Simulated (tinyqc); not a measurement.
# Changing the stress sigma (tension positive)

Model: Raman shift of the zone-centre optical phonon of a diamond-structure crystal under stress. Computed by tinyqc, a small Python program. Command: `OMP_NUM_THREADS=1 python tinyqc.py 3005588 3005589 out.jsonl ramanstress sweep`. One thread of a shared host (Intel(R) Xeon(R) Processor @ 2.30GHz), about 0.01 s of CPU time with the checks.

Axes x, y, z are the cube axes. Strain shifts the threefold optical mode and can split it; p, q and r are the phonon deformation potentials.

Inputs (values chosen for the exercise, modelled on silicon):
```
quantity                             value      unit
unstrained frequency omega_0         520.9      1/cm
p/omega_0^2                          -1.86         -
q/omega_0^2                          -2.35         -
r/omega_0^2                         -0.689         -
C11                                  163.4       GPa
C12                                  63.25       GPa
C44                                  80.07       GPa
polarisation angle phi                  60    degree
temperature coefficient d omega/dT  -0.023  1/(cm K)
local temperature T                    310         K
laser wavelength                     457.9        nm
```

Stress state: hydrostatic. Axis: none.

Constants: h = 6.62607015e-34 J s; c = 299792458 m/s; k_B = 1.380649e-23 J/K.

Method:
- S11 = (C11 + C12)/D, S12 = -C12/D, D = (C11 - C12)(C11 + 2 C12), S44 = 1/C44.
- Hydrostatic stress: sigma_ij = sigma delta_ij.
- eps_xx = S11 sigma_xx + S12 (sigma_yy + sigma_zz), and cyclic; eps_xy = S44 sigma_xy/2 (tensor strain).
- Secular matrix: M_xx = p eps_xx + q (eps_yy + eps_zz), M_xy = 2 r eps_xy; its eigenvalues are omega^2 - omega_0^2, and the shifts are these over 2 omega_0.
- gamma = -(p + 2q)/(6 omega_0^2); the mean of the three shifts is -gamma omega_0 x (volume strain).
- Backscattering from a (001) surface: incident polarisation (cos phi, sin phi, 0). With Raman tensors (R_z)_xy = (R_z)_yx = 1 and cyclic, only the z component u_z of a mode counts: I = u_z^2 sin^2(2 phi) for parallel and u_z^2 cos^2(2 phi) for crossed polarisers. An unresolved line sits at the intensity-weighted shift, which is M_zz/(2 omega_0).
- A temperature above 300 K shifts the line by (d omega/dT)(T - 300 K); divided by the shift per stress it poses as a stress; the total shift adds it to the shift of the observed line. The anti-Stokes to Stokes ratio is [(omega_L + omega_0)/(omega_L - omega_0)]^3 exp(-h c omega_0/(k_B T)) in photon counts, omega_L = 1/wavelength, resonance effects left out.

One run for each value; columns: (1) stress sigma (tension positive) (GPa); (2) shift of the observed line (1/cm); (3) mean shift (1/cm); (4) volume strain (per mille); (5) total shift (1/cm):
```
(1)        (2)      (3)      (4)      (5)
-2.40   14.145   14.145  -24.836   13.915
-1.70   10.019   10.019  -17.592    9.789
-1.00    5.894    5.894  -10.348    5.664
-0.34    2.004    2.004   -3.518    1.774
0.34    -2.004   -2.004    3.518   -2.234
1.00    -5.894   -5.894   10.348   -6.124
1.70   -10.019  -10.019   17.592  -10.249
2.40   -14.145  -14.145   24.836  -14.375
```

What does the table show, and why?

Over the rows, shift of the observed line (1/cm) falls from 14.1 to -14.1; mean shift (1/cm) falls from 14.1 to -14.1; volume strain (per mille) rises from -24.8 to 24.8. All stress shifts are linear and odd in sigma; the total is offset by the thermal shift, -0.230 per cm, and passes zero between sigma = -0.34 and 0.34 GPa, where stress and heating cancel.

Caution (all rows): this stress has components normal to the (001) face, so it cannot reach a free (001) surface; it can act on buried material.

Extremes, crossings and ranges named in words are read from the listed rows.
